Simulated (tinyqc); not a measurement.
From temperature at which regrowth ends back to ramp rate: implant damage, amorphisation by cascade overlap, and solid-phase epitaxial regrowth. Computed by tinyqc, a small Python program. Command: `OMP_NUM_THREADS=1 python tinyqc.py 3110334 3110335 out.jsonl sper inv`. One thread of a shared host (Intel(R) Xeon(R) Processor @ 2.30GHz), about 0.03 s of CPU time with the checks.

Range and width of the damage are inputs. Dynamic annealing enters only through the surviving share f.

Inputs (values chosen for the exercise, modelled on silicon ions in germanium): atomic density N = 44.2 1/nm^3; ion Z1 = 14; ion mass M1 = 28 u; target Z2 = 32; target mass M2 = 72.63 u; ion energy E = 12 keV; displacement energy E_d = 17 eV; depth of the damage peak R_d = 8.9 nm; width of the damage profile s_d = 4.4 nm; share of defects that survive f = 0.33; critical displaced share x_c = 0.17; dose Q = 2.8e+15 1/cm^2; regrowth prefactor v0 = 3.6e+16 nm/s; regrowth energy E_a = 2.14 eV; anneal temperature = 505 C; rate relative to (100) = 1; peak enhancement by the dopant = 6.7.

Constants: a_0 = 0.529177210903 angstrom; e^2/(4 pi eps_0) = 14.39964548 eV angstrom; k_B = 8.617333262e-05 eV/K.

Method:
- Robinson partition: eps = E a M2/(Z1 Z2 (e^2/(4 pi eps_0)) (M1 + M2)), a = 0.8853 a_0/sqrt(Z1^(2/3) + Z2^(2/3)); k = 0.0793 Z1^(2/3) Z2^(1/2) (M1 + M2)^(3/2)/((Z1^(2/3) + Z2^(2/3))^(3/4) M1^(3/2) M2^(1/2)); damage energy T_d = E/(1 + k (eps + 0.40244 eps^(3/4) + 3.4008 eps^(1/6))); displacements nu = 0.8 T_d/(2 E_d).
- Displaced share x(z) = f nu Q exp(-(z - R_d)^2/(2 s_d^2))/(sqrt(2 pi) s_d N); the layer is amorphous where x > x_c, between R_d -/+ s_d sqrt(2 ln(x_max/x_c)), the upper edge being cut at the surface. Threshold dose Q_c = Q x_c/x_max.
- v = v0 x orientation factor x exp(-E_a/(k_B T)) x [1 + (enhancement - 1) exp(-(z - R_d)^2/(2 s_d^2))], T = anneal temperature + 273.15 K; the dopant is taken to follow the damage profile; the lower front moves from the lower edge z2 to the surface, or to the middle (z1 + z2)/2 of a buried layer with upper edge z1; time = int dz/v; the equivalent undoped distance is that time times the undoped velocity.
- On a linear ramp from 200 C regrowth ends at the T_f where int v_undoped dT/(ramp rate) equals the equivalent undoped distance.

Task: A run gave the result below. Find the ramp rate, known to lie between 51 and 170 K/s.

temperature at which regrowth ends = 441.9907 C

Result:

Each step takes the trial c = (a f_b - b f_a)/(f_b - f_a), f being the result less the target and a, b, c the logarithms of the listed values; c replaces end b, the old b replaces a if the sign of f changed, and otherwise f_a is halved.

Scan of the range:
```
ramp rate (K/s)  temperature at which regrowth ends (C)
51.0                                            429.649
62.3                                            433.442
76.2                                            437.298
93.1                                            441.175
114.0                                           445.137
139.0                                           449.057
170.0                                           453.081
```

False position (Illinois rule, in the logarithm of the input) inside the bracket:
```
step    end a    end b    trial  temperature at which regrowth ends (C)
1      93.100  114.000  97.0628                                 441.987
2     114.000   97.063  97.0801                                 441.991
3     114.000   97.080  97.0802                                 441.991
4      97.080   97.080  97.0802                                 441.991
```

Temperature at which regrowth ends rises at every point of a 13-point scan of the range (every second point is shown), so one value fits; it is bracketed by 93.1 and 114. Answer: ramp rate = 97.08 K/s.
